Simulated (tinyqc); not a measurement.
Rectangular fin or nanosheet with a gate all round, subbands and threshold shift from confinement: two steps of the calculation.

Undoped body with a flat potential across it, hard walls, transport along x. One isotropic valley (g = 1, mx = my = mz = me). Non-parabolicity enters the subband edges through E (1 + al E) = gamma, so E = 2 gamma/(1 + sqrt(1 + 4 al gamma)); motion within a subband is taken as parabolic with the band-edge mass. Energies are counted from the bulk band edge.

Values chosen for this exercise; masses close to those of InAs: temperature T = 200 K; mass at the band edge me = 0.0231 m0; non-parabolicity al = 2.9 1/eV; width (along y) t = 6.2 nm; widening of the box by penetration into the insulator dl = 0 nm; height (along z) H = 9.3 nm.

Constants: q = 1.602176634e-19 C, kB = 1.380649e-23 J/K, hbar = 1.054571817e-34 J s, m0 = 9.1093837015e-31 kg, Vt = kB T/q, hbar^2/(2 m0) = 0.0380998212 eV nm^2. Results are converted to the units shown.

Task 1. Lowest subbands. gamma = C pi^2 [a^2/(my (t + dl)^2) + b^2/(mz (H + dl)^2)], C = hbar^2/(2 m0). List the 5 lowest, labelled by quantum numbers, with degeneracy g and N_k: N_k = g sqrt(2 mx m0 kB T/(pi hbar^2)).

Give: E_k; g; N_k.

Result 1.

```
subband  E_k (eV)  g  N_k (cm^-1)
1,1        0.3181  1      5.767e5
1,2        0.4874  1      5.767e5
2,1        0.6514  1      5.767e5
1,3        0.6993  1      5.767e5
2,2        0.7622  1      5.767e5
```

Task 2. Threshold shift. Each subband has N_k = g sqrt(2 mx m0 kB T/(pi hbar^2)); without degeneracy n = exp(EF/Vt) sum N_k exp(-E_k/Vt). Classical value Nc times t H, Nc = sum over valleys of 2 g (m m0 kB T/(2 pi hbar^2))^1.5 with m = (mx my mz)^(1/3). Threshold shift dVT = Vt ln(classical value/sum N_k exp(-E_k/Vt)). Use the subbands listed.

```
subband    E_k (eV)  N_k (cm^-1)
1,1      0.31814970  5.7672799e5
1,2      0.48739943  5.7672799e5
2,1      0.65143672  5.7672799e5
1,3      0.69928287  5.7672799e5
2,2      0.76216131  5.7672799e5
```

Give: shares; sum N_k exp(-E_k/Vt); Nc; classical value; dVT.

Result 2.

shares, subband 1,1 to 2,2 (%): 99.99  0.01  0.00  0.00  0.00
sum N_k exp(-E_k/Vt) = 0.005546 cm^-1
Nc = 4.796e16 cm^-3
classical value = 2.765e4 cm^-1
dVT = 265.8 mV

Range of the model: Non-parabolicity also makes carriers heavier within each subband, which is left out, so densities of states are understated at high energy.

tinyqc, about 0.1 s, one thread, Intel Xeon 2.30GHz (shared host): `OMP_NUM_THREADS=1 python tinyqc.py 2350151 2350152 out.jsonl`
